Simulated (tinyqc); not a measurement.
Worked calculation (part 1 of 2): RKS/PBE in the 3-21g basis, for H3+, spin multiplicity 1. Computed by tinyqc, a small Python program that keeps every step (integrals from PySCF). Settings: charge = 1, multiplicity = 1, basis = 3-21g, energy threshold = 1e-09, iteration cap = 59, orthogonalisation = symmetric, start = core, DIIS depth = 3, method = RKS, functional = pbe,pbe, grid = [40, 86]. Command: `OMP_NUM_THREADS=1 python tinyqc.py 29568 29569 out.jsonl` (the two numbers bound the seeds that draw the settings). One thread of a shared host (Intel(R) Xeon(R) Processor @ 2.60GHz), about 0.5 s of CPU time with the checks. Later iterations appear only in the table of the cycle.

## One-electron integrals

Geometry (angstrom):
```
atom        x        y         z
H     0.00000  0.00000   0.00000
H     0.00000  0.00000   1.14400
H     0.00000  0.00000  -1.14400
```

Basis 3-21g: exponents (1/bohr^2) and contraction coefficients of normalised primitives:
```
element  l (shell)  exponent  coefficient
H            s (1)   5.44718      0.15628
H            s (1)   0.82455      0.90469
H            s (2)   0.18319      1.00000
```

Overlap, kinetic and nuclear-attraction integrals over the contracted functions; the nuclear repulsion is the sum of Za Zb / Rab.

nuclear repulsion = 1.1564187 hartree

overlap S:
```
         1H 1s    1H 2s    2H 1s    2H 2s    3H 1s    3H 2s
1H 1s  1.00000  0.64590  0.12471  0.31861  0.12471  0.31861
1H 2s  0.64590  1.00000  0.31861  0.65176  0.31861  0.65176
2H 1s  0.12471  0.31861  1.00000  0.64590  0.00037  0.03839
2H 2s  0.31861  0.65176  0.64590  1.00000  0.03839  0.18045
3H 1s  0.12471  0.31861  0.00037  0.03839  1.00000  0.64590
3H 2s  0.31861  0.65176  0.03839  0.18045  0.64590  1.00000
```

kinetic energy T (hartree):
```
          1H 1s    1H 2s     2H 1s     2H 2s     3H 1s     3H 2s
1H 1s   1.54940  0.29315  -0.05657   0.07634  -0.05657   0.07634
1H 2s   0.29315  0.27479   0.07634   0.12798   0.07634   0.12798
2H 1s  -0.05657  0.07634   1.54940   0.29315  -0.00189  -0.01529
2H 2s   0.07634  0.12798   0.29315   0.27479  -0.01529  -0.00702
3H 1s  -0.05657  0.07634  -0.00189  -0.01529   1.54940   0.29315
3H 2s   0.07634  0.12798  -0.01529  -0.00702   0.29315   0.27479
```

nuclear attraction V (hartree):
```
          1H 1s     1H 2s     2H 1s     2H 2s     3H 1s     3H 2s
1H 1s  -2.64599  -1.37899  -0.26442  -0.66805  -0.26442  -0.66805
1H 2s  -1.37899  -1.54872  -0.62333  -0.97793  -0.62333  -0.97793
2H 1s  -0.26442  -0.62333  -2.41474  -1.23021  -0.00087  -0.07496
2H 2s  -0.66805  -0.97793  -1.23021  -1.34710  -0.07496  -0.27946
3H 1s  -0.26442  -0.62333  -0.00087  -0.07496  -2.41474  -1.23021
3H 2s  -0.66805  -0.97793  -0.07496  -0.27946  -1.23021  -1.34710
```

core Hamiltonian H = T + V (hartree):
```
          1H 1s     1H 2s     2H 1s     2H 2s     3H 1s     3H 2s
1H 1s  -1.09658  -1.08584  -0.32100  -0.59171  -0.32100  -0.59171
1H 2s  -1.08584  -1.27393  -0.54700  -0.84995  -0.54700  -0.84995
2H 1s  -0.32100  -0.54700  -0.86533  -0.93706  -0.00276  -0.09025
2H 2s  -0.59171  -0.84995  -0.93706  -1.07231  -0.09025  -0.28648
3H 1s  -0.32100  -0.54700  -0.00276  -0.09025  -0.86533  -0.93706
3H 2s  -0.59171  -0.84995  -0.09025  -0.28648  -0.93706  -1.07231
```

## Two-electron integrals

Functions are numbered as in S; the eight-fold symmetry (ij|kl) = (ji|kl) = (kl|ij) leaves the list below.

Two-electron integrals (ij|kl) in chemists' order, unique and non-zero (hartree):
```
(11|11) 1.14014    (21|11) 0.61140    (21|21) 0.34515    (22|11) 0.62637
(22|21) 0.38033    (22|22) 0.48296    (31|11) 0.09900    (31|21) 0.05844
(31|22) 0.06898    (31|31) 0.01592    (32|11) 0.17152    (32|21) 0.10740
(32|22) 0.14480    (32|31) 0.03246    (32|32) 0.08340    (33|11) 0.46080
(33|21) 0.29493    (33|22) 0.42091    (33|31) 0.09900    (33|32) 0.29116
(33|33) 1.14014    (41|11) 0.29116    (41|21) 0.16568    (41|22) 0.18503
(41|31) 0.03246    (41|32) 0.06114    (41|33) 0.17152    (41|41) 0.08340
(42|11) 0.36403    (42|21) 0.22388    (42|22) 0.29368    (42|31) 0.05022
(42|32) 0.11679    (42|33) 0.36403    (42|41) 0.11679    (42|42) 0.20515
(43|11) 0.29493    (43|21) 0.18768    (43|22) 0.26562    (43|31) 0.05844
(43|32) 0.16568    (43|33) 0.61140    (43|41) 0.10740    (43|42) 0.22388
(43|43) 0.34515    (44|11) 0.42091    (44|21) 0.26562    (44|22) 0.37436
(44|31) 0.06898    (44|32) 0.18503    (44|33) 0.62637    (44|41) 0.14480
(44|42) 0.29368    (44|43) 0.38033    (44|44) 0.48296    (51|11) 0.09900
(51|21) 0.05844    (51|22) 0.06898    (51|31) 0.00725    (51|32) 0.01391
(51|33) 0.03857    (51|41) 0.02479    (51|42) 0.03413    (51|43) 0.02490
(51|44) 0.03808    (51|51) 0.01592    (52|11) 0.17152    (52|21) 0.10740
(52|22) 0.14480    (52|31) 0.01391    (52|32) 0.02847    (52|33) 0.08078
(52|41) 0.04572    (52|42) 0.06995    (52|43) 0.05217    (52|44) 0.08047
(52|51) 0.03246    (52|52) 0.08340    (53|11) 0.00040    (53|21) 0.00022
(53|22) 0.00023    (53|31) 3.57e-05   (53|32) 0.00006    (53|33) 0.00017
(53|41) 0.00010    (53|42) 0.00013    (53|43) 0.00011    (53|44) 0.00015
(53|51) 3.57e-05   (53|52) 0.00006    (53|53) 1.39e-07   (54|11) 0.02455
(54|21) 0.01501    (54|22) 0.01910    (54|31) 0.00193    (54|32) 0.00385
(54|33) 0.01080    (54|41) 0.00642    (54|42) 0.00941    (54|43) 0.00697
(54|44) 0.01070    (54|51) 0.00421    (54|52) 0.00973    (54|53) 8.94e-06
(54|54) 0.00119    (55|11) 0.46080    (55|21) 0.29493    (55|22) 0.42091
(55|31) 0.03857    (55|32) 0.08078    (55|33) 0.23128    (55|41) 0.12509
(55|42) 0.19876    (55|43) 0.14939    (55|44) 0.23112    (55|51) 0.09900
(55|52) 0.29116    (55|53) 0.00017    (55|54) 0.03173    (55|55) 1.14014
(61|11) 0.29116    (61|21) 0.16568    (61|22) 0.18503    (61|31) 0.02479
(61|32) 0.04572    (61|33) 0.12509    (61|41) 0.07610    (61|42) 0.10225
(61|43) 0.08031    (61|44) 0.11784    (61|51) 0.03246    (61|52) 0.06114
(61|53) 0.00010    (61|54) 0.00838    (61|55) 0.17152    (61|61) 0.08340
(62|11) 0.36403    (62|21) 0.22388    (62|22) 0.29368    (62|31) 0.03413
(62|32) 0.06995    (62|33) 0.19876    (62|41) 0.10225    (62|42) 0.15903
(62|43) 0.12762    (62|44) 0.19101    (62|51) 0.05022    (62|52) 0.11679
(62|53) 0.00013    (62|54) 0.01454    (62|55) 0.36403    (62|61) 0.11679
(62|62) 0.20515    (63|11) 0.02455    (63|21) 0.01501    (63|22) 0.01910
(63|31) 0.00421    (63|32) 0.00973    (63|33) 0.03173    (63|41) 0.00838
(63|42) 0.01454    (63|43) 0.01845    (63|44) 0.02140    (63|51) 0.00193
(63|52) 0.00385    (63|53) 8.94e-06   (63|54) 0.00053    (63|55) 0.01080
(63|61) 0.00642    (63|62) 0.00941    (63|63) 0.00119    (64|11) 0.11303
(64|21) 0.06863    (64|22) 0.08715    (64|31) 0.01245    (64|32) 0.02613
(64|33) 0.07595    (64|41) 0.03339    (64|42) 0.05299    (64|43) 0.04793
(64|44) 0.06755    (64|51) 0.01245    (64|52) 0.02613    (64|53) 4.10e-05
(64|54) 0.00345    (64|55) 0.07595    (64|61) 0.03339    (64|62) 0.05299
(64|63) 0.00345    (64|64) 0.01573    (65|11) 0.29493    (65|21) 0.18768
(65|22) 0.26562    (65|31) 0.02490    (65|32) 0.05217    (65|33) 0.14939
(65|41) 0.08031    (65|42) 0.12762    (65|43) 0.09649    (65|44) 0.14917
(65|51) 0.05844    (65|52) 0.16568    (65|53) 0.00011    (65|54) 0.01845
(65|55) 0.61140    (65|61) 0.10740    (65|62) 0.22388    (65|63) 0.00697
(65|64) 0.04793    (65|65) 0.34515    (66|11) 0.42091    (66|21) 0.26562
(66|22) 0.37436    (66|31) 0.03808    (66|32) 0.08047    (66|33) 0.23112
(66|41) 0.11784    (66|42) 0.19101    (66|43) 0.14917    (66|44) 0.22923
(66|51) 0.06898    (66|52) 0.18503    (66|53) 0.00015    (66|54) 0.02140
(66|55) 0.62637    (66|61) 0.14480    (66|62) 0.29368    (66|63) 0.01070
(66|64) 0.06755    (66|65) 0.38033    (66|66) 0.48296
```

## Orthogonalisation

S = U s U^T; symmetric (Loewdin) form X = U s^(-1/2) U^T, so that X^T S X = 1.

eigenvalues of S: 0.09913  0.29545  0.40526  0.88784  1.52374  2.78858

X:
```
          1H 1s     1H 2s     2H 1s     2H 2s     3H 1s     3H 2s
1H 1s   1.26022  -0.57369   0.01151   0.06131   0.01151   0.06131
1H 2s  -0.57369   2.11012   0.01340  -0.72979   0.01340  -0.72979
2H 1s   0.01151   0.01340   1.24069  -0.48367  -0.00876   0.02558
2H 2s   0.06131  -0.72979  -0.48367   1.60264   0.02558   0.20223
3H 1s   0.01151   0.01340  -0.00876   0.02558   1.24069  -0.48367
3H 2s   0.06131  -0.72979   0.02558   0.20223  -0.48367   1.60264
```

## Starting guess

The start is the orbitals of the core Hamiltonian; D = 2 C_occ C_occ^T.

D at the start:
```
         1H 1s    1H 2s    2H 1s    2H 2s    3H 1s    3H 2s
1H 1s  0.32468  0.40832  0.14394  0.03396  0.14394  0.03396
1H 2s  0.40832  0.51350  0.18102  0.04270  0.18102  0.04270
2H 1s  0.14394  0.18102  0.06381  0.01505  0.06381  0.01505
2H 2s  0.03396  0.04270  0.01505  0.00355  0.01505  0.00355
3H 1s  0.14394  0.18102  0.06381  0.01505  0.06381  0.01505
3H 2s  0.03396  0.04270  0.01505  0.00355  0.01505  0.00355
```

## Iteration 1: exchange-correlation on the grid

Becke grid with 40 radial and 86 angular points per atom, points of zero weight dropped. rho = sum D_ij phi_i phi_j; V_xc,ij = sum w v_xc phi_i phi_j plus the gradient terms; v_xc is d(rho eps)/d rho at fixed gradient.

The 16 grid points with the largest w rho, of 10268 (bohr, atomic units):
```
x                y         z        w      rho  |grad rho|^2    eps_xc      v_xc
-0.80463   0.80463   0.21909  0.03242  0.05183       0.01372  -0.34014  -0.38999
0.80463   -0.80463   0.21909  0.03242  0.05183       0.01372  -0.34014  -0.38999
-0.80463  -0.80463   0.21909  0.03242  0.05183       0.01372  -0.34014  -0.38999
0.80463    0.80463   0.21909  0.03242  0.05183       0.01372  -0.34014  -0.38999
0.80463   -0.80463  -0.21909  0.03242  0.05183       0.01372  -0.34014  -0.38999
-0.80463  -0.80463  -0.21909  0.03242  0.05183       0.01372  -0.34014  -0.38999
-0.80463   0.80463  -0.21909  0.03242  0.05183       0.01372  -0.34014  -0.38999
0.80463    0.80463  -0.21909  0.03242  0.05183       0.01372  -0.34014  -0.38999
1.07461    0.00000   0.43368  0.03153  0.05301       0.01398  -0.34170  -0.39380
-1.07461   0.00000   0.43368  0.03153  0.05301       0.01398  -0.34170  -0.39380
0.00000   -1.07461   0.43368  0.03153  0.05301       0.01398  -0.34170  -0.39380
0.00000    1.07461   0.43368  0.03153  0.05301       0.01398  -0.34170  -0.39380
-1.07461   0.00000  -0.43368  0.03153  0.05301       0.01398  -0.34170  -0.39380
0.00000   -1.07461  -0.43368  0.03153  0.05301       0.01398  -0.34170  -0.39380
1.07461    0.00000  -0.43368  0.03153  0.05301       0.01398  -0.34170  -0.39380
0.00000    1.07461  -0.43368  0.03153  0.05301       0.01398  -0.34170  -0.39380
```

electrons on the grid, sum of w rho = 1.99993

E_xc = sum of w rho eps_xc = -0.6616699 hartree

V_xc (hartree):
```
          1H 1s     1H 2s     2H 1s     2H 2s     3H 1s     3H 2s
1H 1s  -0.59010  -0.31771  -0.05742  -0.15278  -0.05742  -0.15278
1H 2s  -0.31771  -0.31899  -0.11415  -0.19008  -0.11415  -0.19008
2H 1s  -0.05742  -0.11415  -0.38816  -0.21006  -0.00020  -0.01494
2H 2s  -0.15278  -0.19008  -0.21006  -0.22730  -0.01494  -0.05756
3H 1s  -0.05742  -0.11415  -0.00020  -0.01494  -0.38816  -0.21006
3H 2s  -0.15278  -0.19008  -0.01494  -0.05756  -0.21006  -0.22730
```

## Iteration 1: building the Kohn-Sham matrix

J_ij = sum D_kl (ij|kl); F = H + J + V_xc; E = tr D H + tr D J / 2 + E_xc + E_nn.

Coulomb J (hartree):
```
         1H 1s    1H 2s    2H 1s    2H 2s    3H 1s    3H 2s
1H 1s  1.55593  0.90007  0.16178  0.43576  0.16178  0.43576
1H 2s  0.90007  1.05599  0.32664  0.63902  0.32664  0.63902
2H 1s  0.16178  0.32664  0.96437  0.59589  0.00056  0.04344
2H 2s  0.43576  0.63902  0.59589  0.80664  0.04344  0.19055
3H 1s  0.16178  0.32664  0.00056  0.04344  0.96437  0.59589
3H 2s  0.43576  0.63902  0.04344  0.19055  0.59589  0.80664
```

Kohn-Sham matrix F (hartree):
```
          1H 1s     1H 2s     2H 1s     2H 2s     3H 1s     3H 2s
1H 1s  -0.13076  -0.50348  -0.21663  -0.30872  -0.21663  -0.30872
1H 2s  -0.50348  -0.53693  -0.33451  -0.40100  -0.33451  -0.40100
2H 1s  -0.21663  -0.33451  -0.28913  -0.55123  -0.00241  -0.06175
2H 2s  -0.30872  -0.40100  -0.55123  -0.49297  -0.06175  -0.15349
3H 1s  -0.21663  -0.33451  -0.00241  -0.06175  -0.28913  -0.55123
3H 2s  -0.30872  -0.40100  -0.06175  -0.15349  -0.55123  -0.49297
```

total energy of this density = -1.1663178 hartree

## Iteration 1: diagonalisation and new density

Diagonalise F' = X^T F X, C = X C', fill 1 alpha and 1 beta electrons from the bottom; D = 2 C_occ C_occ^T. Each column has its largest component positive (the first on a tie).

F' = X^T F X (hartree):
```
          1         2         3         4         5         6
1   0.29422  -0.55850  -0.06032  -0.03062  -0.06032  -0.03062
2  -0.55850   0.04235  -0.08587  -0.14540  -0.08587  -0.14540
3  -0.06032  -0.08587   0.09123  -0.52067   0.00397   0.03819
4  -0.03062  -0.14540  -0.52067  -0.06254   0.03819  -0.02058
5  -0.06032  -0.08587   0.00397   0.03819   0.09123  -0.52067
6  -0.03062  -0.14540   0.03819  -0.02058  -0.52067  -0.06254
```

orbital energies (hartree): MO1 -0.68931, MO2 -0.53994, MO3 -0.20480, MO4 0.48577, MO5 0.58523, MO6 0.75699

coefficients C:
```
           MO1       MO2       MO3       MO4       MO5       MO6
1H 1s  0.22004   0.00000   0.28188  -0.22902   0.00000  -1.32089
1H 2s  0.30092   0.00000   1.39318  -0.29830   0.00000   1.93049
2H 1s  0.24267   0.31891  -0.18602  -0.86387  -0.89919   0.15589
2H 2s  0.23543   0.49976  -0.87317   0.93198   0.92762  -0.76395
3H 1s  0.24267  -0.31891  -0.18602  -0.86387   0.89919   0.15589
3H 2s  0.23543  -0.49976  -0.87317   0.93198  -0.92762  -0.76395
```

D after iteration 1:
```
         1H 1s    1H 2s    2H 1s    2H 2s    3H 1s    3H 2s
1H 1s  0.09684  0.13243  0.10680  0.10361  0.10680  0.10361
1H 2s  0.13243  0.18111  0.14605  0.14169  0.14605  0.14169
2H 1s  0.10680  0.14605  0.11778  0.11427  0.11778  0.11427
2H 2s  0.10361  0.14169  0.11427  0.11086  0.11427  0.11086
3H 1s  0.10680  0.14605  0.11778  0.11427  0.11778  0.11427
3H 2s  0.10361  0.14169  0.11427  0.11086  0.11427  0.11086
```

## Iteration 2: exchange-correlation on the grid

As before.

The 16 grid points with the largest w rho, of 10268 (bohr, atomic units):
```
x                y         z        w      rho  |grad rho|^2    eps_xc      v_xc
-0.80463   0.21909  -0.80463  0.02662  0.04039       0.00379  -0.30583  -0.37713
-0.21909  -0.80463  -0.80463  0.02662  0.04039       0.00379  -0.30583  -0.37713
0.80463   -0.21909  -0.80463  0.02662  0.04039       0.00379  -0.30583  -0.37713
0.80463    0.21909  -0.80463  0.02662  0.04039       0.00379  -0.30583  -0.37713
0.21909   -0.80463  -0.80463  0.02662  0.04039       0.00379  -0.30583  -0.37713
-0.80463  -0.21909  -0.80463  0.02662  0.04039       0.00379  -0.30583  -0.37713
-0.21909   0.80463  -0.80463  0.02662  0.04039       0.00379  -0.30583  -0.37713
0.21909    0.80463  -0.80463  0.02662  0.04039       0.00379  -0.30583  -0.37713
0.21909    0.80463   0.80463  0.02662  0.04039       0.00379  -0.30583  -0.37713
-0.80463  -0.21909   0.80463  0.02662  0.04039       0.00379  -0.30583  -0.37713
0.80463    0.21909   0.80463  0.02662  0.04039       0.00379  -0.30583  -0.37713
0.80463   -0.21909   0.80463  0.02662  0.04039       0.00379  -0.30583  -0.37713
0.21909   -0.80463   0.80463  0.02662  0.04039       0.00379  -0.30583  -0.37713
-0.21909  -0.80463   0.80463  0.02662  0.04039       0.00379  -0.30583  -0.37713
-0.80463   0.21909   0.80463  0.02662  0.04039       0.00379  -0.30583  -0.37713
-0.21909   0.80463   0.80463  0.02662  0.04039       0.00379  -0.30583  -0.37713
```

electrons on the grid, sum of w rho = 1.99995

E_xc = sum of w rho eps_xc = -0.5692266 hartree

V_xc (hartree):
```
          1H 1s     1H 2s     2H 1s     2H 2s     3H 1s     3H 2s
1H 1s  -0.48455  -0.27152  -0.05469  -0.13267  -0.05469  -0.13267
1H 2s  -0.27152  -0.30025  -0.12619  -0.18939  -0.12619  -0.18939
2H 1s  -0.05469  -0.12619  -0.45795  -0.24658  -0.00017  -0.01535
2H 2s  -0.13267  -0.18939  -0.24658  -0.25662  -0.01535  -0.05418
3H 1s  -0.05469  -0.12619  -0.00017  -0.01535  -0.45795  -0.24658
3H 2s  -0.13267  -0.18939  -0.01535  -0.05418  -0.24658  -0.25662
```

## Iteration 2: building the Kohn-Sham matrix

As before.

Coulomb J (hartree):
```
         1H 1s    1H 2s    2H 1s    2H 2s    3H 1s    3H 2s
1H 1s  1.22831  0.73903  0.14311  0.36191  0.14311  0.36191
1H 2s  0.73903  0.93772  0.32086  0.58649  0.32086  0.58649
2H 1s  0.14311  0.32086  1.01499  0.61201  0.00044  0.04048
2H 2s  0.36191  0.58649  0.61201  0.79441  0.04048  0.16921
3H 1s  0.14311  0.32086  0.00044  0.04048  1.01499  0.61201
3H 2s  0.36191  0.58649  0.04048  0.16921  0.61201  0.79441
```

Kohn-Sham matrix F (hartree):
```
          1H 1s     1H 2s     2H 1s     2H 2s     3H 1s     3H 2s
1H 1s  -0.35282  -0.61833  -0.23258  -0.36247  -0.23258  -0.36247
1H 2s  -0.61833  -0.63646  -0.35233  -0.45284  -0.35233  -0.45284
2H 1s  -0.23258  -0.35233  -0.30829  -0.57163  -0.00249  -0.06511
2H 2s  -0.36247  -0.45284  -0.57163  -0.53451  -0.06511  -0.17145
3H 1s  -0.23258  -0.35233  -0.00249  -0.06511  -0.30829  -0.57163
3H 2s  -0.36247  -0.45284  -0.06511  -0.17145  -0.57163  -0.53451
```

total energy of this density = -1.2129587 hartree

## Iteration 2: DIIS over 2 matrices

error matrix X^T (FDS - SDF) X:
```
         1         2         3         4         5         6
1  0.00000  -0.07045  -0.06702  -0.07159  -0.06702  -0.07159
2  0.07045   0.00000  -0.03037  -0.02256  -0.03037  -0.02256
3  0.06702   0.03037   0.00000   0.00940   0.00000   0.00940
4  0.07159   0.02256  -0.00940   0.00000  -0.00940   0.00000
5  0.06702   0.03037   0.00000   0.00940   0.00000   0.00940
6  0.07159   0.02256  -0.00940   0.00000  -0.00940   0.00000
```

B (overlaps of the stored error matrices):
```
                1               2
1   2.4504722e-01  -1.1371236e-01
2  -1.1371236e-01   5.4827005e-02
```

Minimise |sum c_i e_i|^2 with sum c_i = 1: solve [B -1; -1 0][c; lambda] = [0; -1] with B_ij = tr e_i^T e_j, and take F = sum c_i F_i.

DIIS coefficients: 0.31963  0.68037

extrapolated F (hartree):
```
          1H 1s     1H 2s     2H 1s     2H 2s     3H 1s     3H 2s
1H 1s  -0.28185  -0.58162  -0.22748  -0.34529  -0.22748  -0.34529
1H 2s  -0.58162  -0.60465  -0.34663  -0.43627  -0.34663  -0.43627
2H 1s  -0.22748  -0.34663  -0.30216  -0.56511  -0.00246  -0.06404
2H 2s  -0.34529  -0.43627  -0.56511  -0.52123  -0.06404  -0.16571
3H 1s  -0.22748  -0.34663  -0.00246  -0.06404  -0.30216  -0.56511
3H 2s  -0.34529  -0.43627  -0.06404  -0.16571  -0.56511  -0.52123
```

## Iteration 2: diagonalisation and new density

As before.

F' = X^T F X (hartree):
```
          1         2         3         4         5         6
1   0.13798  -0.56640  -0.05952  -0.04083  -0.05952  -0.04083
2  -0.56640  -0.00720  -0.08527  -0.15271  -0.08527  -0.15271
3  -0.05952  -0.08527   0.08138  -0.52272   0.00380   0.03973
4  -0.04083  -0.15271  -0.52272  -0.07795   0.03973  -0.01768
5  -0.05952  -0.08527   0.00380   0.03973   0.08138  -0.52272
6  -0.04083  -0.15271   0.03973  -0.01768  -0.52272  -0.07795
```

orbital energies (hartree): MO1 -0.75142, MO2 -0.55800, MO3 -0.25798, MO4 0.47133, MO5 0.57531, MO6 0.65842

coefficients C:
```
           MO1       MO2       MO3       MO4       MO5       MO6
1H 1s  0.28074   0.00000   0.31942  -0.33912   0.00000  -1.27641
1H 2s  0.37816   0.00000   1.27052  -0.12344   0.00000   2.01862
2H 1s  0.21931   0.31583  -0.21325  -0.84824  -0.90027   0.22580
2H 2s  0.17352   0.50293  -0.85820   0.85821   0.92591  -0.87573
3H 1s  0.21931  -0.31583  -0.21325  -0.84824   0.90027   0.22580
3H 2s  0.17352  -0.50293  -0.85820   0.85821  -0.92591  -0.87573
```

D after iteration 2:
```
         1H 1s    1H 2s    2H 1s    2H 2s    3H 1s    3H 2s
1H 1s  0.15763  0.21233  0.12314  0.09743  0.12314  0.09743
1H 2s  0.21233  0.28601  0.16587  0.13124  0.16587  0.13124
2H 1s  0.12314  0.16587  0.09620  0.07611  0.09620  0.07611
2H 2s  0.09743  0.13124  0.07611  0.06022  0.07611  0.06022
3H 1s  0.12314  0.16587  0.09620  0.07611  0.09620  0.07611
3H 2s  0.09743  0.13124  0.07611  0.06022  0.07611  0.06022
```
